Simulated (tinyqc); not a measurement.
Inside a calculation. Model: surface potential of a MOS transistor: implicit equation and explicit approximations.

Program tinyqc, `OMP_NUM_THREADS=1 python tinyqc.py 2122243 2122244 out.jsonl`; Intel Xeon 2.30GHz, shared host, one thread, about 0.01 s. Printed values are rounded.

p-type body, charge-sheet picture, depletion and inversion only, full ionisation (an idealisation for deep acceptors), Boltzmann statistics (rough once Na exp(x - xn) passes about Nc/7). In units of Vt: xg = (Vg - Vfb)/Vt, x = psi/Vt, G = gamma/sqrt(Vt), xn = (2 phiF + Vc)/Vt. The implicit equation is (xg - x)^2 = G^2 [x - 1 + exp(x - xn)] for x above about 3. Cox = eps0 eox/tox.

Values chosen for this exercise; band and dielectric values close to those of 4H silicon carbide:
```
symbol    value   unit                                                               meaning
T           300      K                                                           temperature
Eg          3.3     eV                                                              band gap
eps_r      9.68                                                        relative permittivity
Nc      1.71e19  cm^-3                                conduction-band density of states at T
Nv      2.46e19  cm^-3                                   valence-band density of states at T
eox        22.5         relative permittivity of the gate insulator (close to hafnium oxide)
tox          42     nm                                                   insulator thickness
Na         2e17  cm^-3                                                      acceptor density
Vfb       -0.57      V                                                     flat-band voltage
Vc          0.5      V                                                  channel-body voltage
Vg         4.12      V                                                     gate-body voltage
```

Constants: q = 1.602176634e-19 C, kB = 1.380649e-23 J/K, Vt = kB T/q, eps0 = 8.8541878128e-14 F/cm where lengths are in cm. Results are converted to the units shown.

Range of the model: The electron quasi-Fermi level lies less than 2 Vt below the band edge at the surface, or above it, where degeneracy and confinement, left out, matter.

## Scales

ni = sqrt(Nc Nv) exp(-Eg/(2 Vt)), Eg in volts; phiF = Vt ln(Na/ni); gamma = sqrt(2 q eps0 eps_r Na)/Cox; VT = Vfb + Vt (xn + G sqrt(xn - 1)).

phiF = 1.530296 V
gamma = 0.4941005 V^0.5
G = 3.073040
xn = 137.7299
VT = 3.919546 V
xg = 181.4173

## Explicit approximation

Depletion value a = 1 + [sqrt(G^2/4 + xg - 1) - G/2]^2; inversion value b = xn + ln[(xg - xn)^2/G^2 - xn + 1] and first guess y = min(a, b) - ln(1 + exp(-|a - b|)) if a > xn + 1, else b = y = a; one second-order correction with D = exp(y - xn), p = 2 (xg - y) + G^2 (1 + D), w = (xg - y)^2 - G^2 (y - 1 + D): z = y + 2 w/(p + sqrt(p^2 - 2 (2 - G^2 D) w)), or the Newton step z = y + w/p where the root is not real.

a = 144.5930
b = 141.9100
y = 141.8439
p = 666.4610
w = -341.8844
z = 141.0764

The root of the implicit equation is x = 141.174; y misses it by 0.67 and z by -0.098, in units of Vt.

## Starting value

x = a rounded to two decimals.

x at the start = 144.5900

## Iteration 1: new x

D = exp(x - xn), f = (xg - x)^2 - G^2 (x - 1 + D), f' = -2 (xg - x) - G^2 (1 + D), x(new) = x - f/f'.

D = 953.4985
f = -9004.187
f' = -9087.532
x after iteration 1 = 143.5992

## Iteration 2: new x

As before.

D = 354.0044
f = -3259.502
f' = -3428.146
x after iteration 2 = 142.6484

## Course of the iteration

Stop when the step is below 1e-11, or after 60 iterations.

Course of the iteration:

| iteration | x before the step | step |
|---|---|---|
| 1 | 144.5900 | -0.991 |
| 2 | 143.5992 | -0.951 |
| 3 | 142.6484 | -0.817 |
| 4 | 141.8314 | -0.506 |
| 5 | 141.3254 | -0.143 |
| 6 | 141.1827 | -8.56e-3 |
| 7 | 141.1741 | -2.80e-5 |
| 8 | 141.1741 | -3.00e-10 |
| 9 | 141.1741 | 0 |

Converged in 9 iterations.

## Potential, charges and gate control

converged x = 141.1741

psi = Vt x; N_dep = Cox Vt G sqrt(x - 1)/q; N_inv = (Cox Vt G/q) [sqrt(x - 1 + exp(x - xn)) - sqrt(x - 1)]; dpsi/dVg = 1/[1 + G^2 (1 + exp(x - xn))/(2 (xg - x))].

psi = 3.649633 V
N_dep = 2.784632e12 cm^-2
N_inv = 2.9542e11 cm^-2
dpsi/dVg = 0.2086763

psi lies 3.4 Vt above 2 phiF + Vc.
